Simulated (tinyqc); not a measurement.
MOSFET in the linear regime without short-channel effects, parameter extraction from computed curves: two steps of the calculation.

Inversion charge Q = Cox n Vt W0(exp((Vg - VT)/(n Vt))), W0 the Lambert function and n = nf; u = Q/Cox; mobility mu = mu0/(1 + th1 u + th2 u^2); channel resistance Rch = (L - dL)/(W mu Q); Id = Vd/(Rch + Rsd/W). Cox = eps0 eox/tox. Small Vd, no channel-length or drain effects.

Parameters, values chosen for the exercise; channel values of the order met in silicon transistors:
- T = 300 K (temperature)
- eox = 3.9 (relative permittivity of the gate insulator (close to silicon dioxide))
- tox = 3.2 nm (insulator thickness)
- mu0 = 89 cm^2/(V s) (low-field mobility)
- th1 = 0.2 1/V (first mobility attenuation factor)
- th2 = 0 1/V^2 (second mobility attenuation factor)
- VT = 0.51 V (threshold voltage)
- nf = 1.45 (body factor)
- W = 0.5 um (gate width)
- L = 0.063 um (drawn gate length)
- dL = 0.015 um (drawn less effective length)
- Rsd = 85 ohm um (source plus drain resistance)
- Vd = 0.02 V (drain voltage)

Constants: q = 1.602176634e-19 C, kB = 1.380649e-23 J/K, Vt = kB T/q, eps0 = 8.8541878128e-14 F/cm where lengths are in cm. Results are converted to the units shown.

Question 1. Transfer curve. u, mu, Rch and Id as defined.

| point | Vg (V) |
|---|---|
| 0 | 0.21 |
| 1 | 0.36 |
| 2 | 0.51 |
| 3 | 0.66 |
| 4 | 0.81 |
| 5 | 0.96 |
| 6 | 1.11 |
| 7 | 1.26 |
| 8 | 1.41 |
| 9 | 1.56 |

Find: u; mu; Rch; Id.

Answer 1.

| point | u (V) | mu (cm^2/(V s)) | Rch (ohm) | Id (uA) |
|---|---|---|---|---|
| 0 | 1.2532e-5 | 89.000 | 7.9765e7 | 2.5074e-4 |
| 1 | 6.7330e-4 | 88.988 | 1.4848e6 | 0.013468 |
| 2 | 0.021260 | 88.623 | 47218 | 0.42205 |
| 3 | 0.10974 | 87.089 | 9308.9 | 2.1100 |
| 4 | 0.23172 | 85.058 | 4513.7 | 4.2701 |
| 5 | 0.36471 | 82.949 | 2940.6 | 6.4296 |
| 6 | 0.50269 | 80.870 | 2188.4 | 8.4804 |
| 7 | 0.64343 | 78.853 | 1753.4 | 10.398 |
| 8 | 0.78593 | 76.911 | 1471.8 | 12.182 |
| 9 | 0.92964 | 75.047 | 1275.2 | 13.839 |

Question 2. Threshold and mobility at the peak transconductance. gm_i = (Id_(i+1) - Id_(i-1))/(Vg_(i+1) - Vg_(i-1)); at the point j of largest gm the tangent meets the axis at V_ext = Vg_j - Id_j/gm_j; field-effect mobility gm_j L/(W Cox Vd) with the drawn L.

| point | Vg (V) | Id (uA) |
|---|---|---|
| 0 | 0.21 | 2.5073674e-4 |
| 1 | 0.36 | 0.013468242 |
| 2 | 0.51 | 0.42204971 |
| 3 | 0.66 | 2.1099545 |
| 4 | 0.81 | 4.2701270 |
| 5 | 0.96 | 6.4295521 |
| 6 | 1.11 | 8.4803601 |
| 7 | 1.26 | 10.398115 |
| 8 | 1.41 | 12.182102 |
| 9 | 1.56 | 13.839392 |

Wanted: gm; j; V_ext; field-effect mobility.

Answer 2.

| point | gm (uS) |
|---|---|
| 1 | 1.4060 |
| 2 | 6.9883 |
| 3 | 12.827 |
| 4 | 14.399 |
| 5 | 14.034 |
| 6 | 13.229 |
| 7 | 12.339 |
| 8 | 11.471 |

j = 4
V_ext = 0.51344 V
field-effect mobility = 84.062 cm^2/(V s)

V_ext is 3.4 mV above the model VT, and the mobility so found is 28 % below mu0 L/(L - dL) = 117 cm^2/(V s), the value for the drawn L; attenuation, series resistance and the slow approach of Q to a straight line all lower the peak gm.

Numbers from tinyqc (`OMP_NUM_THREADS=1 python tinyqc.py 2210061 2210062 out.jsonl`; about 0.01 s on one thread of a shared Intel Xeon 2.30GHz).
